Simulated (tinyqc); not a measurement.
Worked calculation: time-domain thermoreflectance: layered heat flow under a modulated pulse train, and what the signal ratio measures. Computed by tinyqc, a small Python program that keeps every step. Command: `OMP_NUM_THREADS=1 python tinyqc.py 3111345 3111346 out.jsonl tdtr walk`. One thread of a shared host (Intel(R) Xeon(R) Processor @ 2.30GHz), about 0.2 s of CPU time with the checks. Intermediate numbers are printed to about 7 digits and carried at full precision; extremes and crossings named in words are read from the listed rows.

Pulses repeat at 80 MHz; heat is laid down at the surface, all layers are isotropic, and the film is in perfect contact with the substrate.

Inputs (values chosen for the exercise, modelled on aluminium on GaN):
```
quantity                                value        unit
metal thickness d                         110          nm
metal conductivity                        140     W/(m K)
metal heat capacity                      2.42  MJ/(m^3 K)
boundary conductance G under the metal    170  MW/(m^2 K)
film thickness                             30          nm
film conductivity                         9.9     W/(m K)
film heat capacity                        2.1  MJ/(m^3 K)
substrate conductivity kappa              186     W/(m K)
substrate heat capacity C                2.64  MJ/(m^3 K)
modulation frequency f                      2         MHz
spot radius w (1/e^2, pump and probe)      17  micrometre
delay t                                   430          ps
```

Stack: metal, film, substrate.

## Length and time scales

Penetration depth sqrt(kappa/(pi f C)); effusivity sqrt(kappa C); cooling time of the metal d C_m/G; Kapitza length kappa/G.

penetration depth = 3.348610 micrometre

effusivity = 22159.42 W s^(1/2)/(m^2 K)

cooling time of the metal = 1565.882 ps

Kapitza length = 1094.118 nm

depth over spot radius = 0.1969771

## Impedance at k = 0 and the modulation frequency

For radial wave number k and angular frequency W each layer has u = sqrt(4 pi^2 k^2 + i W C/kappa) and gamma = kappa u. Surface impedance from below: Z = 1/gamma for the substrate; a layer of thickness L maps Z to (Z + tanh(u L)/gamma)/(1 + gamma Z tanh(u L)); a boundary adds 1/G. Take k = 0 and W = 2 pi f.

Z of the substrate = 9.001640-9.001640i m^2 K/GW

Z at the surface = 17.44341-9.76585i m^2 K/GW

## Response at the modulation frequency

Response per absorbed watt H(W) = 2 pi int_0^(2/w) Z(k, W) exp(-pi^2 k^2 w^2) k dk by 20 Gauss-Legendre points.

H(2 pi f) = 0.01951899-0.01033723i K/mW

phase of H(2 pi f) = -27.90562 degrees

## Signal at one delay

Signal: X + iY = sum_(m = -M..M) H(2 pi (f + m f_r)) exp(i 2 pi m f_r t) exp(-pi (m/M)^2 x 4), f_r = 80 MHz, M = 4000, with H(-W) the complex conjugate of H(W); V_in = X, V_out = Y, ratio = -V_in/V_out.

V_in = 0.05157523 K/mW

V_out = -0.01022520 K/mW

ratio -V_in/V_out = 5.043931

## Ratio and sensitivities against delay

Sensitivity S = ln(ratio'/ratio)/ln(1.01) for a rise of one input by 1 %.

Ratio and sensitivities:
```
t (ps)     ratio  S to kappa      S to G      S to d     S to C      S to w  S to film conductivity
100     5.862906   0.4765572   0.0095930  -0.6937136  0.3927375  -0.0962306               0.0114873
200     5.525089   0.4711107  -0.0175190  -0.7836567  0.3870852  -0.0961758               0.0045176
400     5.101520   0.4616484  -0.0587292  -0.7058030  0.3774777  -0.0958655              -0.0139634
800     4.419172   0.4421261  -0.1253926  -0.5607409  0.3573084  -0.0956968              -0.0493977
1500    3.542088   0.4081899  -0.2142020  -0.3495997  0.3212792  -0.0965772              -0.0986106
2500    2.707090   0.3612510  -0.2985564  -0.1173699  0.2698942  -0.0996205              -0.1469940
4000    1.951551   0.2956338  -0.3580222   0.1155535  0.1957006  -0.1066142              -0.1836953
```

The largest sensitivity in size at 100 ps is to d (-0.69). At 400 ps an error of 3 % in d passes on as 5 % in kappa.

Checks made by the program: steady rise of a bare substrate, 1/(2 sqrt(pi) w kappa), from the same quadrature (relative difference below 1e-10).
